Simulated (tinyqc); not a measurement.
Hot electrons in a saturated n-channel MOSFET, lucky-electron model: two steps of the calculation.

Beyond pinch-off the lateral field grows as Esat cosh(y/l) over the velocity-saturated region (pseudo-two-dimensional model). Impact ionisation in this region gives the substrate current, which biases the body forward through Rsub. Currents are per width. Local-field laws: they overstate ionisation when the field peak is narrower than an energy relaxation length.

Parameters, values chosen for the exercise; values close to those of silicon n-channel devices:
- L = 0.35 um (channel length)
- tox = 8.5 nm (oxide thickness)
- VT = 0.52 V (threshold)
- vs = 9.3e6 cm/s (saturation velocity)
- Ai = 2e6 1/cm (ionisation prefactor)
- Bi = 1.73 MV/cm (ionisation field)
- Rd = 0 ohm um (resistance of the lightly doped drain)
- Rsub = 9400 ohm um (substrate resistance)
- kb = 0.43 (fall of VT per volt of forward body bias)
- lm = 7.5 nm (hot-electron mean free path)
- pb = 3.2 V (oxide barrier)
- Cg = 0.0014 (prefactor of the gate current)
- m = 2.9 (lifetime exponent)
- Hl = 5400 s uA/um (lifetime constant)
- Vd = 2.7 V (drain voltage)
- Vg = 2 V (gate voltage)

Constants: eps0 = 8.8541878128e-14 F/cm where lengths are in cm. Results are converted to the units shown.

Task 1. Body bias from the substrate current. Cox = 3.9 eps0/tox. Overdrive g = Vg - VT + kb Vb; Vdsat = g Esat L/(g + Esat L); Id = Cox vs (g - Vdsat); dV = Vd - Id Rd - Vdsat; Em = sqrt((dV/l)^2 + Esat^2); Isub = Id (Ai/Bi) l Em exp(-Bi/Em). Vb(new) = Rsub Isub.

Vb at the start = 0 V
l = 57.576037 nm
Esat = 0.062 MV/cm

Give: Vdsat; Id; dV; Em; Isub; Vb after iteration 1.

Result 1.

Vdsat = 0.87989 V
Id = 226.73 uA/um
dV = 1.8201 V
Em = 0.32215 MV/cm
Isub = 2.2621 uA/um
Vb after iteration 1 = 0.021264 V

Task 2. Gate current, lifetime and channel shortening. Ig = Cg Id exp(-pb/(lm Em)); lifetime tau = (Hl/Id)(Isub/Id)^(-m); length of the saturated region dL = l ln[(dV/l + Em)/Esat]. 1 year = 3.15576e7 s.

Id = 228.96363 uA/um
dV = 1.8168893 V
Em = 0.32159647 MV/cm
Isub = 2.2597187 uA/um
l = 57.576037 nm
Esat = 0.062 MV/cm

Wanted: Isub/Id; Ig; tau; dL.

Result 2.

Isub/Id = 0.0098693
Ig = 0.55469 pA/um
tau = 0.48988 years
dL = 134.15 nm

The lifetime misses ten years.

Program tinyqc, `OMP_NUM_THREADS=1 python tinyqc.py 2550006 2550007 out.jsonl`; Intel Xeon 2.30GHz, shared host, one thread, about 0.01 s.
